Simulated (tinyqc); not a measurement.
# Van der Pauw, Hall and four-point-probe measurements on a doped layer, step by step

Computed by the program tinyqc: `OMP_NUM_THREADS=1 python tinyqc.py 2850105 2850106 out.jsonl`, one thread of a shared Intel Xeon 2.30GHz, about 0.04 s for the whole run. Printed values are rounded.

A uniform n-type layer with sheet resistance Rs = 1/(q ns mu), point contacts, low field (mu B small).

Inputs (values chosen for the exercise):
- ns = 9.4e14 cm^-2 (sheet density of the layer)
- mu = 69 cm^2/(V s) (drift mobility)
- rH = 1.1 (Hall factor)
- B = 0.5 T (magnetic field)
- I = 50 uA (current)
- ar = 1.29 (side ratio a/b of a rectangular sample with corner contacts)
- t = 28 nm (thickness of the layer)

Constants: q = 1.602176634e-19 C. Results are converted to the units shown.

## Resistances and Hall voltage

Rs = 1/(q ns mu). For a rectangle with contacts at the corners, RA = (8 Rs/pi) sum_(k>=0) ln coth((2k + 1) pi a/(2 b)) with current along a short side b and voltage along the opposite one, RB the same with a and b exchanged; Hall voltage VH = rH B I/(q ns), negative for electrons.

Rs = 96.23048 ohm/square
RA = 8.519461 ohm
RB = 43.35857 ohm
VH = -0.01825973 mV

RB/RA = 5.09; for a square both equal Rs ln 2/pi = 21.2 ohm.

## Starting value

z = 2 ln 2/(pi (RA + RB)), exact for RA = RB.

z at the start = 8.505935 mS

## Iteration 1: new z

The van der Pauw equation exp(-pi RA z) + exp(-pi RB z) = 1 is solved for z = 1/Rs: e1 = exp(-pi RA z), e2 = exp(-pi RB z), f = e1 + e2 - 1, f' = -pi (RA e1 + RB e2), z(new) = z - f/f'.

e1 = 0.7963961
e2 = 0.3139141
f = 0.1103102
f' = -0.06407509 kohm
z after iteration 1 = 10.22751 mS

## Iteration 2: new z

As before.

e1 = 0.7605328
e2 = 0.2482943
f = 0.008827107
f' = -0.05417682 kohm
z after iteration 2 = 10.39044 mS

## Iteration 3: new z

As before.

e1 = 0.7572235
e2 = 0.2428445
f = 6.792098e-5
f' = -0.05334589 kohm
z after iteration 3 = 10.39172 mS

## Course of the iteration

Stop when the step is below 1e-10 mS, or after 40 iterations.

Course of the iteration:
```
iteration,z before the step (mS),step (mS)
1,8.505935,1.72
2,10.22751,0.163
3,10.39044,1.27e-3
4,10.39172,7.67e-8
5,10.39172,0
```

Converged in 5 iterations.

## Sheet density, mobility and bulk values

converged z = 10.39172 mS

Rs = 1/z; Hall sheet density B I/(q |VH|); Hall mobility |VH|/(Rs B I); true values ns = rH times the Hall density, mu = Hall mobility/rH; bulk density ns/t, resistivity Rs t; correction factor F = Rs/[(pi/ln 2)(RA + RB)/2].

Rs = 96.23048 ohm/square
Hall sheet density = 8.545455e14 cm^-2
Hall mobility = 75.9 cm^2/(V s)
ns = 9.4e14 cm^-2
mu = 69 cm^2/(V s)
bulk density = 3.357143e20 cm^-3
resistivity = 2.694454e-4 ohm cm
F = 0.8185303

Taking the mean of RA and RB without F would overstate Rs by 22 %.
